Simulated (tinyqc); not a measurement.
Dopants and charged point defects at anneal temperature: Fermi-level effect, clustering and pairing: one step, computed by the program tinyqc.

Boltzmann statistics and full ionisation of active dopants. Energies are counted from the valence band; the defect (a vacancy or self-interstitial) has five charge states, with all degeneracy factors one.

Question. Active and clustered dopant. n = A/2 + sqrt(A^2/4 + n_i^2) for an active density A. k ionised dopants and k carriers form one neutral cluster: C = N_s (A/N_s)^k (n/N_b)^k exp(E_b/k_B T), N_b the effective density of states of the majority band, and N = A + k C (60 bisections in ln A between ln N - 90 and ln N).

Inputs (values chosen for the exercise, with bands modelled on InP):
```
quantity                      value   unit
anneal temperature T            950      K
total dopant density N      6.5e+19  cm^-3
site density N_s            4.2e+22  cm^-3
dopant atoms per cluster k        2      -
cluster binding energy E_b     1.26     eV
```

Dopant: donor. Second part: clustering of the dopant.

E_g = 1.145684 eV

k_B T = 0.08186467 eV

n_i = 1.344691e+16 cm^-3

E_i = 0.6949829 eV

effective density of states N_b of the majority band = 3.308305e+18 cm^-3

Give: active density A; clusters C; active share.

Answer.

active density A = 1.319e+18 cm^-3

clusters C = 3.184e+19 cm^-3

active share = 0.02029

98 % of the dopant is lost to clusters.
